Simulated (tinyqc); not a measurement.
Stoner model of a band ferromagnet: one step. The ground state. Two cases, with inputs chosen for the exercise.

Question. Take the lowest of E(0), the stationary points e(n_up) - e(n_down) = I m, and saturation.

Density of states per atom and spin: flat with a rise to the top, D(e) = (M/W) [1 - sp + 4 sp (e/W + 1/2)^3]. Levels e -/+ I m/2 for up and down spin, m = n_up - n_down, n_up + n_down = nd. At zero temperature e(N) is the energy below which N states lie, and E(m) = sum over spins of integral e D de - I m^2/4.

Give: m; exchange splitting I m; E - E(0); n_up, n_down.

Case 1.

Values chosen:
- W = 4.1 eV (band width, e from -W/2 to W/2)
- M = 5 (states per atom and spin)
- nd = 7.23 (electrons per atom)
- sp = 0.56 (shape parameter)
- I = 0.48 eV (Stoner parameter)

Answer.

m = 2.770 muB
exchange splitting I m = 1.330 eV
E - E(0) = -99.7 meV

n_up, n_down: 5.000  2.230

Case 2.

Values chosen:
- W = 4.3 eV (band width, e from -W/2 to W/2)
- M = 5 (states per atom and spin)
- nd = 9.28 (electrons per atom)
- sp = 0.47 (shape parameter)
- I = 0.45 eV (Stoner parameter)

Answer.

m = 0.720 muB
exchange splitting I m = 0.324 eV
E - E(0) = -8.5 meV

n_up, n_down: 5.000  4.280

The moment is saturated (a strong ferromagnet): the majority band is full.

Computed by tinyqc, one run a case: `OMP_NUM_THREADS=1 python tinyqc.py N N+1 out.jsonl` with N = 1680645, 1680872; one thread of a shared Intel(R) Xeon(R) Processor @ 2.30GHz, about 0.4 s a run at most.
